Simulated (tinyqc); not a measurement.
Switching field against angle and time: single-domain magnet: Stoner-Wohlfarth switching, Neel-Arrhenius retention, LLG dynamics and spin torque. Computed by tinyqc, a small Python program. Command: `OMP_NUM_THREADS=1 python tinyqc.py 3007394 3007395 out.jsonl macro walk`. One thread of a shared host (Intel(R) Xeon(R) Processor @ 2.30GHz), about 0.02 s of CPU time with the checks.

The moment is uniform, with unit vector m; z is the easy axis. mu_0 = 1.25663706212e-6 T m/A, gamma = 1.76085963023e11 rad/(s T).

Inputs (values chosen for the exercise, for a model magnet):

| quantity | value | unit |
|---|---|---|
| saturation magnetisation M_s | 822 | kA/m |
| diameter d | 13 | nm |
| aspect ratio p | 1.9 | - |
| bulk anisotropy K_u | 10 | kJ/m^3 |
| exchange stiffness A | 18 | pJ/m |
| temperature T | 250 | K |
| attempt frequency f0 | 10 | GHz |
| waiting time t_w | 0.001 | s |

Shape: prolate spheroid, easy axis along it.

Constants: k_B = 1.380649e-23 J/K.

Method:
- N_z = [p ln(p + sqrt(p^2 - 1))/sqrt(p^2 - 1) - 1]/(p^2 - 1); V = pi d^3 p/6; K_eff = K_u + K_shape, K_shape = -(mu_0 M_s^2/4)(3 N_z - 1); mu_0 H_K = 2 K_eff/M_s.
- Delta = K_eff V/(k_B T); tau = exp(Delta)/f0; probability of a flip within t_w: P = 1 - exp(-t_w/tau). Wall width parameter sqrt(A/K_eff); a two-domain state costs 4 sqrt(A K_eff) times the cross-section that the wall cuts (pi d^2/4).
- Energy over K_eff V: e(theta) = sin^2(theta) + 2 h cos(theta - psi) for m at the angle theta from +z and a field that points at psi from -z (it pulls m away from +z towards negative theta); h_sw = (cos^(2/3) psi + sin^(2/3) psi)^(-3/2).
- Switching field at T: the h at which the exact barrier equals ln(f0 t_w/ln 2) k_B T (0 if the zero-field barrier is lower). Sharrock form: h_sw [1 - (ln(f0 t_w/ln 2)/Delta)^(1/n)], n = 0.86 + 1.14 h_sw.

stability factor Delta = 66.8118

Fields over H_K:

| psi (degrees) | h_sw at T = 0 | thermal, exact barrier | thermal, Sharrock form |
|---|---|---|---|
| 1 | 0.90707 | 0.48875 | 0.47380 |
| 10 | 0.67381 | 0.40134 | 0.38855 |
| 20 | 0.57365 | 0.35062 | 0.34603 |
| 30 | 0.52402 | 0.32359 | 0.32343 |
| 45 | 0.50000 | 0.31014 | 0.31209 |
| 60 | 0.52402 | 0.32359 | 0.32343 |
| 75 | 0.61466 | 0.37207 | 0.36393 |
| 89 | 0.90707 | 0.48875 | 0.47380 |

At T = 0 the field is least at 45 degrees, H_K/2, and symmetric about it. Thermal help lowers it to 54 % at 1 degree and 62 % at 45 degrees; the Sharrock form misses the exact barrier by at most about 0.015 H_K, at psi = 1 (and its mirror angle).

Extremes, crossings and ranges named in words are read from the listed rows.
